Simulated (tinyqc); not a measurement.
RKS/B3LYP (VWN-RPA form) in the sto-3g basis, for BeH2, spin multiplicity 1, step by step (part 1 of 2). Computed by tinyqc, a small Python program that keeps every step (integrals from PySCF). Settings: charge = 0, multiplicity = 1, basis = sto-3g, energy threshold = 1e-08, iteration cap = 68, orthogonalisation = symmetric, start = atomic densities, DIIS depth = 4, DIIS from iteration = 2, method = RKS, functional = b3lyp, grid = [30, 86]. Command: `OMP_NUM_THREADS=1 python tinyqc.py 30436 30437 out.jsonl` (the two numbers bound the seeds that draw the settings). One thread of a shared host (Intel(R) Xeon(R) Processor @ 2.60GHz), about 0.6 s of CPU time with the checks. Later iterations appear only in the table of the cycle.

## One-electron integrals

Geometry (angstrom):
```
atom         x          y         z
Be    0.000000   0.000000  0.000000
H     0.000000   1.543000  0.000000
H     0.000000  -1.543000  0.000000
```

Basis sto-3g: exponents (1/bohr^2) and contraction coefficients of normalised primitives:
```
element  l (shell)   exponent  coefficient
Be           s (1)  30.167871     0.154329
Be           s (1)   5.495115     0.535328
Be           s (1)   1.487193     0.444635
Be           s (2)   1.314833    -0.099967
Be           s (2)   0.305539     0.399513
Be           s (2)   0.099371     0.700115
Be           p (3)   1.314833     0.155916
Be           p (3)   0.305539     0.607684
Be           p (3)   0.099371     0.391957
H            s (1)   3.425251     0.154329
H            s (1)   0.623914     0.535328
H            s (1)   0.168855     0.444635
```

Overlap, kinetic and nuclear-attraction integrals over the contracted functions; the nuclear repulsion is the sum of Za Zb / Rab.

nuclear repulsion = 2.91510453 hartree

overlap S, lower triangle:
```
           1Be 1s    1Be 2s   1Be 2px    1Be 2py   1Be 2pz     2H 1s     3H 1s
1Be 1s   1.000000
1Be 2s   0.259517  1.000000
1Be 2px  0.000000  0.000000  1.000000
1Be 2py  0.000000  0.000000  0.000000   1.000000
1Be 2pz  0.000000  0.000000  0.000000   0.000000  1.000000
2H 1s    0.044486  0.380729  0.000000   0.462914  0.000000  1.000000
3H 1s    0.044486  0.380729  0.000000  -0.462914  0.000000  0.015204  1.000000
```

kinetic energy T (hartree), lower triangle:
```
            1Be 1s    1Be 2s   1Be 2px    1Be 2py   1Be 2pz      2H 1s     3H 1s
1Be 1s    6.693975
1Be 2s   -0.033012  0.211111
1Be 2px   0.000000  0.000000  0.660592
1Be 2py   0.000000  0.000000  0.000000   0.660592
1Be 2pz   0.000000  0.000000  0.000000   0.000000  0.660592
2H 1s    -0.012305  0.041558  0.000000   0.131707  0.000000   0.760032
3H 1s    -0.012305  0.041558  0.000000  -0.131707  0.000000  -0.005920  0.760032
```

nuclear attraction V (hartree), lower triangle:
```
             1Be 1s     1Be 2s    1Be 2px    1Be 2py    1Be 2pz      2H 1s      3H 1s
1Be 1s   -15.246999
1Be 2s    -2.077250  -2.974179
1Be 2px    0.000000   0.000000  -2.893025
1Be 2py    0.000000   0.000000   0.000000  -3.081059
1Be 2pz    0.000000   0.000000   0.000000   0.000000  -2.893025
2H 1s     -0.354373  -1.045059   0.000000  -1.238283   0.000000  -2.765295
3H 1s     -0.354373  -1.045059   0.000000   1.238283   0.000000  -0.049966  -2.765295
```

core Hamiltonian H = T + V (hartree), lower triangle:
```
            1Be 1s     1Be 2s    1Be 2px    1Be 2py    1Be 2pz      2H 1s      3H 1s
1Be 1s   -8.553024
1Be 2s   -2.110263  -2.763068
1Be 2px   0.000000   0.000000  -2.232434
1Be 2py   0.000000   0.000000   0.000000  -2.420467
1Be 2pz   0.000000   0.000000   0.000000   0.000000  -2.232434
2H 1s    -0.366678  -1.003500   0.000000  -1.106576   0.000000  -2.005263
3H 1s    -0.366678  -1.003500   0.000000   1.106576   0.000000  -0.055886  -2.005263
```

## Two-electron integrals

Functions are numbered as in S; the eight-fold symmetry (ij|kl) = (ji|kl) = (kl|ij) leaves the list below.

Two-electron integrals (ij|kl) in chemists' order, unique and non-zero (hartree):
```
(11|11) 2.298831    (21|11) 0.392036    (21|21) 0.079539    (22|11) 0.570988
(22|21) 0.143041    (22|22) 0.417683    (31|31) 0.014607    (32|31) 0.021888
(32|32) 0.092265    (33|11) 0.569578    (33|21) 0.143083    (33|22) 0.417589
(33|33) 0.449859    (41|41) 0.014607    (42|41) 0.021888    (42|42) 0.092265
(43|43) 0.024249    (44|11) 0.569578    (44|21) 0.143083    (44|22) 0.417589
(44|33) 0.401360    (44|44) 0.449859    (51|51) 0.014607    (52|51) 0.021888
(52|52) 0.092265    (53|53) 0.024249    (54|54) 0.024249    (55|11) 0.569578
(55|21) 0.143083    (55|22) 0.417589    (55|33) 0.401360    (55|44) 0.401360
(55|55) 0.449859    (61|11) 0.066344    (61|21) 0.013453    (61|22) 0.024406
(61|33) 0.024238    (61|41) 0.001185    (61|42) 0.002242    (61|44) 0.024755
(61|55) 0.024238    (61|61) 0.002385    (62|11) 0.172938    (62|21) 0.044022
(62|22) 0.141632    (62|33) 0.136119    (62|41) 0.005738    (62|42) 0.036308
(62|44) 0.152527    (62|55) 0.136119    (62|61) 0.008238    (62|62) 0.073763
(63|31) 0.003881    (63|32) 0.018554    (63|43) 0.006157    (63|63) 0.006449
(64|11) 0.190113    (64|21) 0.048955    (64|22) 0.165017    (64|33) 0.155259
(64|41) 0.009255    (64|42) 0.056261    (64|44) 0.184366    (64|55) 0.155259
(64|61) 0.009537    (64|62) 0.097392    (64|64) 0.132231    (65|51) 0.003881
(65|52) 0.018554    (65|54) 0.006157    (65|65) 0.006449    (66|11) 0.341569
(66|21) 0.088455    (66|22) 0.319799    (66|33) 0.296891    (66|41) 0.013002
(66|42) 0.107924    (66|44) 0.365336    (66|55) 0.296891    (66|61) 0.016905
(66|62) 0.214931    (66|64) 0.300300    (66|66) 0.774606    (71|11) 0.066344
(71|21) 0.013453    (71|22) 0.024406    (71|33) 0.024238    (71|41) -0.001185
(71|42) -0.002242   (71|44) 0.024755    (71|55) 0.024238    (71|61) 0.002180
(71|62) 0.006955    (71|64) 0.007483    (71|66) 0.013855    (71|71) 0.002385
(72|11) 0.172938    (72|21) 0.044022    (72|22) 0.141632    (72|33) 0.136119
(72|41) -0.005738   (72|42) -0.036308   (72|44) 0.152527    (72|55) 0.136119
(72|61) 0.006955    (72|62) 0.036851    (72|64) 0.039593    (72|66) 0.078770
(72|71) 0.008238    (72|72) 0.073763    (73|31) 0.003881    (73|32) 0.018554
(73|43) -0.006157   (73|63) 0.002477    (73|73) 0.006449    (74|11) -0.190113
(74|21) -0.048955   (74|22) -0.165017   (74|33) -0.155259   (74|41) 0.009255
(74|42) 0.056261    (74|44) -0.184366   (74|55) -0.155259   (74|61) -0.007483
(74|62) -0.039593   (74|64) -0.041427   (74|66) -0.084316   (74|71) -0.009537
(74|72) -0.097392   (74|74) 0.132231    (75|51) 0.003881    (75|52) 0.018554
(75|54) -0.006157   (75|65) 0.002477    (75|75) 0.006449    (76|11) 0.009426
(76|21) 0.002333    (76|22) 0.006615    (76|33) 0.006525    (76|44) 0.006793
(76|55) 0.006525    (76|61) 0.000399    (76|62) 0.002300    (76|64) 0.002716
(76|66) 0.005318    (76|71) 0.000399    (76|72) 0.002300    (76|74) -0.002716
(76|76) 0.000106    (77|11) 0.341569    (77|21) 0.088455    (77|22) 0.319799
(77|33) 0.296891    (77|41) -0.013002   (77|42) -0.107924   (77|44) 0.365336
(77|55) 0.296891    (77|61) 0.013855    (77|62) 0.078770    (77|64) 0.084316
(77|66) 0.171470    (77|71) 0.016905    (77|72) 0.214931    (77|74) -0.300300
(77|76) 0.005318    (77|77) 0.774606
```

## Orthogonalisation

S = U s U^T; symmetric (Loewdin) form X = U s^(-1/2) U^T, so that X^T S X = 1.

eigenvalues of S: 0.337695  0.431269  0.953797  1.000000  1.000000  1.630138  1.647101

X, lower triangle:
```
            1Be 1s     1Be 2s   1Be 2px    1Be 2py   1Be 2pz      2H 1s     3H 1s
1Be 1s    1.028562
1Be 2s   -0.151123   1.171363
1Be 2px   0.000000   0.000000  1.000000
1Be 2py   0.000000   0.000000  0.000000   1.244539
1Be 2pz   0.000000   0.000000  0.000000   0.000000  1.000000
2H 1s     0.020875  -0.237869  0.000000  -0.332899  0.000000   1.192725
3H 1s     0.020875  -0.237869  0.000000   0.332899  0.000000  -0.062748  1.192725
```

## Starting guess

The start is atomic minimal-basis densities projected into this basis (PySCF's MINAO start) and scaled to the electron count of each spin; this density is not idempotent, so its energy is not variational and may lie below the converged one.

D at the start, lower triangle:
```
            1Be 1s    1Be 2s   1Be 2px    1Be 2py   1Be 2pz     2H 1s     3H 1s
1Be 1s    2.152961
1Be 2s   -0.519146  2.030051
1Be 2px   0.000000  0.000000  0.000000
1Be 2py   0.000000  0.000000  0.000000   0.003152
1Be 2pz   0.000000  0.000000  0.000000   0.000000  0.000000
2H 1s    -0.031292  0.134835  0.000000   0.037587  0.000000  0.906801
3H 1s    -0.031292  0.134835  0.000000  -0.037587  0.000000  0.010402  0.906801
```

## Iteration 1: exchange-correlation on the grid

Becke grid with 30 radial and 86 angular points per atom, points of zero weight dropped. rho = sum D_ij phi_i phi_j; V_xc,ij = sum w v_xc phi_i phi_j plus the gradient terms; v_xc is d(rho eps)/d rho at fixed gradient. Exact exchange is left to K.

The 12 grid points with the largest w rho, of 7702 (bohr, atomic units):
```
x                  y          z         w       rho  |grad rho|^2     eps_xc       v_xc
0.000000   -1.884523   0.000000  0.083340  0.071006      0.006125  -0.291908  -0.364119
0.000000    1.884523   0.000000  0.083340  0.071006      0.006125  -0.291908  -0.364119
0.705269    1.747576   0.000000  0.125821  0.045309      0.001838  -0.253775  -0.316983
0.000000    1.747576   0.705269  0.125821  0.045309      0.001838  -0.253775  -0.316983
0.000000    1.747576  -0.705269  0.125821  0.045309      0.001838  -0.253775  -0.316983
-0.705269   1.747576   0.000000  0.125821  0.045309      0.001838  -0.253775  -0.316983
0.000000   -1.747576   0.705269  0.125821  0.045309      0.001838  -0.253775  -0.316983
0.000000   -1.747576  -0.705269  0.125821  0.045309      0.001838  -0.253775  -0.316983
0.705269   -1.747576   0.000000  0.125821  0.045309      0.001838  -0.253775  -0.316983
-0.705269  -1.747576   0.000000  0.125821  0.045309      0.001838  -0.253775  -0.316983
0.000000   -1.550264   0.000000  0.090359  0.055180      0.000708  -0.264425  -0.341694
0.000000    1.550264   0.000000  0.090359  0.055180      0.000708  -0.264425  -0.341694
```

electrons on the grid, sum of w rho = 6.000058

E_xc = sum of w rho eps_xc = -2.91487579 hartree

V_xc (hartree), lower triangle:
```
            1Be 1s     1Be 2s    1Be 2px    1Be 2py    1Be 2pz      2H 1s      3H 1s
1Be 1s   -1.216289
1Be 2s   -0.176379  -0.270370
1Be 2px   0.000000   0.000000  -0.255564
1Be 2py   0.000000   0.000000   0.000000  -0.293484
1Be 2pz   0.000000   0.000000   0.000000   0.000000  -0.255564
2H 1s    -0.030088  -0.111923   0.000000  -0.141842   0.000000  -0.362836
3H 1s    -0.030088  -0.111923   0.000000   0.141842   0.000000  -0.004700  -0.362836
```

## Iteration 1: building the Kohn-Sham matrix

J_ij = sum D_kl (ij|kl), K_ij = sum D_kl (ik|jl); F = H + J - 0.1 K + V_xc; E = tr D H + tr D J / 2 - 0.05 tr D K + E_xc + E_nn.

Coulomb J (hartree), lower triangle:
```
           1Be 1s    1Be 2s   1Be 2px    1Be 2py   1Be 2pz     2H 1s     3H 1s
1Be 1s   6.436393
1Be 2s   1.242177  2.608300
1Be 2px  0.000000  0.000000  2.559013
1Be 2py  0.000000  0.000000  0.000000   2.696463
1Be 2pz  0.000000  0.000000  0.000000   0.000000  2.559013
2H 1s    0.211484  0.920175  0.000000   1.091806  0.000000  2.258106
3H 1s    0.211484  0.920175  0.000000  -1.091806  0.000000  0.042567  2.258106
```

exchange K (hartree), lower triangle:
```
           1Be 1s    1Be 2s   1Be 2px    1Be 2py   1Be 2pz     2H 1s     3H 1s
1Be 1s   4.707259
1Be 2s   0.819243  1.081814
1Be 2px  0.000000  0.000000  0.218295
1Be 2py  0.000000  0.000000  0.000000   0.493300
1Be 2pz  0.000000  0.000000  0.000000   0.000000  0.218295
2H 1s    0.155037  0.540805  0.000000   0.383575  0.000000  0.929230
3H 1s    0.155037  0.540805  0.000000  -0.383575  0.000000  0.098415  0.929230
```

Kohn-Sham matrix F (hartree), lower triangle:
```
            1Be 1s     1Be 2s   1Be 2px    1Be 2py   1Be 2pz      2H 1s      3H 1s
1Be 1s   -3.803646
1Be 2s   -1.126388  -0.533320
1Be 2px   0.000000   0.000000  0.049185
1Be 2py   0.000000   0.000000  0.000000  -0.066819
1Be 2pz   0.000000   0.000000  0.000000   0.000000  0.049185
2H 1s    -0.200786  -0.249329  0.000000  -0.194969  0.000000  -0.202916
3H 1s    -0.200786  -0.249329  0.000000   0.194969  0.000000  -0.027860  -0.202916
```

total energy of this density = -15.51378756 hartree

This density is the starting one; it is not idempotent, so its energy is not variational and may lie below the converged one.

## Iteration 1: diagonalisation and new density

Diagonalise F' = X^T F X, C = X C', fill 3 alpha and 3 beta electrons from the bottom; D = 2 C_occ C_occ^T. Each column has its largest component positive (the first on a tie).

F' = X^T F X (hartree), lower triangle:
```
           1          2         3          4         5          6          7
1  -3.700336
2  -0.625485  -0.196949
3   0.000000   0.000000  0.049185
4   0.000000   0.000000  0.000000   0.180813
5   0.000000   0.000000  0.000000   0.000000  0.049185
6  -0.015633  -0.167354  0.000000  -0.247003  0.000000  -0.025815
7  -0.015633  -0.167354  0.000000   0.247003  0.000000  -0.061026  -0.025815
```

orbital energies (hartree): MO1 -3.809701, MO2 -0.316615, MO3 -0.248808, MO4 0.049185, MO5 0.049185, MO6 0.142190, MO7 0.464833

coefficients C:
```
               MO1        MO2        MO3       MO4        MO5        MO6        MO7
1Be 1s    0.987708  -0.221691   0.000000  0.000000   0.000000  -0.238610   0.000000
1Be 2s    0.046552   0.599185   0.000000  0.000000   0.000000   1.070936   0.000000
1Be 2px   0.000000   0.000000   0.000000  0.996710  -0.081054   0.000000   0.000000
1Be 2py   0.000000   0.000000   0.419848  0.000000   0.000000   0.000000   1.262636
1Be 2pz   0.000000   0.000000   0.000000  0.081054   0.996710   0.000000   0.000000
2H 1s    -0.006872   0.394646   0.478790  0.000000   0.000000  -0.734608  -0.818345
3H 1s    -0.006872   0.394646  -0.478790  0.000000   0.000000  -0.734608   0.818345
```

D after iteration 1, lower triangle:
```
            1Be 1s    1Be 2s   1Be 2px    1Be 2py   1Be 2pz      2H 1s     3H 1s
1Be 1s    2.049428
1Be 2s   -0.173709  0.722379
1Be 2px   0.000000  0.000000  0.000000
1Be 2py   0.000000  0.000000  0.000000   0.352544
1Be 2pz   0.000000  0.000000  0.000000   0.000000  0.000000
2H 1s    -0.188555  0.472292  0.000000   0.402038  0.000000   0.770066
3H 1s    -0.188555  0.472292  0.000000  -0.402038  0.000000  -0.146895  0.770066
```

Within a degenerate level the vectors are fixed only up to a rotation; this is one choice.

## Iteration 2: exchange-correlation on the grid

As before.

The 12 grid points with the largest w rho, of 7702 (bohr, atomic units):
```
x                  y          z         w       rho  |grad rho|^2     eps_xc       v_xc
0.000000    1.884523   0.000000  0.083340  0.103125      0.008731  -0.323873  -0.411907
0.000000   -1.884523   0.000000  0.083340  0.103125      0.008731  -0.323873  -0.411907
0.705269   -1.747576   0.000000  0.125821  0.064681      0.005030  -0.283908  -0.353521
0.000000   -1.747576   0.705269  0.125821  0.064681      0.005030  -0.283908  -0.353521
0.000000   -1.747576  -0.705269  0.125821  0.064681      0.005030  -0.283908  -0.353521
-0.705269  -1.747576   0.000000  0.125821  0.064681      0.005030  -0.283908  -0.353521
0.000000    1.747576  -0.705269  0.125821  0.064681      0.005030  -0.283908  -0.353521
-0.705269   1.747576   0.000000  0.125821  0.064681      0.005030  -0.283908  -0.353521
0.705269    1.747576   0.000000  0.125821  0.064681      0.005030  -0.283908  -0.353521
0.000000    1.747576   0.705269  0.125821  0.064681      0.005030  -0.283908  -0.353521
0.000000   -1.550264   0.000000  0.090359  0.081259      0.002055  -0.298228  -0.385124
0.000000    1.550264   0.000000  0.090359  0.081259      0.002055  -0.298228  -0.385124
```

electrons on the grid, sum of w rho = 5.999855

E_xc = sum of w rho eps_xc = -2.91522488 hartree

V_xc (hartree), lower triangle:
```
            1Be 1s     1Be 2s    1Be 2px    1Be 2py    1Be 2pz      2H 1s      3H 1s
1Be 1s   -1.207091
1Be 2s   -0.174263  -0.255703
1Be 2px   0.000000   0.000000  -0.228320
1Be 2py   0.000000   0.000000   0.000000  -0.305038
1Be 2pz   0.000000   0.000000   0.000000   0.000000  -0.228320
2H 1s    -0.029914  -0.115036   0.000000  -0.150138   0.000000  -0.377594
3H 1s    -0.029914  -0.115036   0.000000   0.150138   0.000000  -0.004602  -0.377594
```

## Iteration 2: building the Kohn-Sham matrix

As before.

Coulomb J (hartree), lower triangle:
```
           1Be 1s    1Be 2s   1Be 2px    1Be 2py   1Be 2pz     2H 1s     3H 1s
1Be 1s   6.294053
1Be 2s   1.216884  2.574570
1Be 2px  0.000000  0.000000  2.504642
1Be 2py  0.000000  0.000000  0.000000   2.704491
1Be 2pz  0.000000  0.000000  0.000000   0.000000  2.504642
2H 1s    0.207536  0.929610  0.000000   1.114809  0.000000  2.331168
3H 1s    0.207536  0.929610  0.000000  -1.114809  0.000000  0.042250  2.331168
```

exchange K (hartree), lower triangle:
```
           1Be 1s    1Be 2s   1Be 2px    1Be 2py   1Be 2pz     2H 1s     3H 1s
1Be 1s   4.618009
1Be 2s   0.812902  0.843099
1Be 2px  0.000000  0.000000  0.148760
1Be 2py  0.000000  0.000000  0.000000   0.859197
1Be 2pz  0.000000  0.000000  0.000000   0.000000  0.148760
2H 1s    0.138949  0.546253  0.000000   0.622808  0.000000  1.134893
3H 1s    0.138949  0.546253  0.000000  -0.622808  0.000000  0.002641  1.134893
```

Kohn-Sham matrix F (hartree), lower triangle:
```
            1Be 1s     1Be 2s   1Be 2px    1Be 2py   1Be 2pz      2H 1s      3H 1s
1Be 1s   -3.927864
1Be 2s   -1.148932  -0.528511
1Be 2px   0.000000   0.000000  0.029012
1Be 2py   0.000000   0.000000  0.000000  -0.106934
1Be 2pz   0.000000   0.000000  0.000000   0.000000  0.029012
2H 1s    -0.202952  -0.243551  0.000000  -0.204186  0.000000  -0.165179
3H 1s    -0.202952  -0.243551  0.000000   0.204186  0.000000  -0.018502  -0.165179
```

total energy of this density = -15.67426932 hartree

## Iteration 2: diagonalisation and new density

As before.

F' = X^T F X (hartree), lower triangle:
```
           1          2         3          4         5          6         7
1  -3.824849
2  -0.633401  -0.186628
3   0.000000   0.000000  0.029012
4   0.000000   0.000000  0.000000   0.140244
5   0.000000   0.000000  0.000000   0.000000  0.029012
6  -0.014992  -0.173630  0.000000  -0.258688  0.000000   0.027110
7  -0.014992  -0.173630  0.000000   0.258688  0.000000  -0.059350  0.027110
```

orbital energies (hartree): MO1 -3.932953, MO2 -0.295145, MO3 -0.253475, MO4 0.029012, MO5 0.029012, MO6 0.184381, MO7 0.480180

coefficients C:
```
               MO1        MO2        MO3       MO4        MO5        MO6        MO7
1Be 1s    0.988990  -0.229252   0.000000  0.000000   0.000000  -0.225813   0.000000
1Be 2s    0.042120   0.649394   0.000000  0.000000   0.000000   1.041444   0.000000
1Be 2px   0.000000   0.000000   0.000000  0.032433   0.999474   0.000000   0.000000
1Be 2py   0.000000   0.000000   0.502266  0.000000   0.000000   0.000000   1.232173
1Be 2pz   0.000000   0.000000   0.000000  0.999474  -0.032433   0.000000   0.000000
2H 1s    -0.006598   0.359384   0.423736  0.000000   0.000000  -0.752490  -0.848160
3H 1s    -0.006598   0.359384  -0.423736  0.000000   0.000000  -0.752490   0.848160
```

D after iteration 2, lower triangle:
```
            1Be 1s    1Be 2s   1Be 2px    1Be 2py   1Be 2pz      2H 1s     3H 1s
1Be 1s    2.061314
1Be 2s   -0.214437  0.846974
1Be 2px   0.000000  0.000000  0.000000
1Be 2py   0.000000  0.000000  0.000000   0.504542
1Be 2pz   0.000000  0.000000  0.000000   0.000000  0.000000
2H 1s    -0.177829  0.466208  0.000000   0.425656  0.000000   0.617506
3H 1s    -0.177829  0.466208  0.000000  -0.425656  0.000000  -0.100704  0.617506
```

Within a degenerate level the vectors are fixed only up to a rotation; this is one choice.
